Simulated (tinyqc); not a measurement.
A ladder of methods, and size consistency: correlation methods against full CI in the sto-6g basis, for H6, spin multiplicity 1. Computed by the program tinyqc with PySCF. 

Geometry (angstrom):
```
atom,x,y,z
H,0.0000,0.0000,0.0000
H,0.0000,0.0000,0.7110
H,0.0000,0.0000,1.9550
H,0.0000,0.0000,2.6660
H,0.0000,0.0000,3.9100
H,0.0000,0.0000,4.6210
```

RHF energy of one = -3.329448 hartree

All electrons correlated; +Q is the Davidson correction (1 - c0^2) E_corr. The last columns treat two copies 100 angstrom apart as one system. FCI is the lowest singlet.

Correlation energies (hartree):
```
method,E_corr of one,share of FCI (%),E_corr of two at 100 angstrom,two minus twice one (mhartree)
MP2,-0.038710,67.4468,-0.077421,0.0000
CISD,-0.056244,97.9968,-0.109287,3.2010
CISD+Q,-0.057941,100.9526,-0.115332,0.5490
CCSD,-0.057326,99.8817,-0.114652,0.0000
CCSD(T),-0.057373,99.9631,-0.114746,0.0000
FCI,-0.057394,100.0000,-,-
```

MP2 recovers 67 %, CISD 98.0 % and CCSD 99.9 % of the FCI value (c0^2 = 0.970 in CISD). MP2 and coupled cluster are size consistent, so their last column vanishes; CISD loses 3.20 mhartree, since a double excitation on each copy is a quadruple of the pair, and the Davidson correction leaves +0.55.
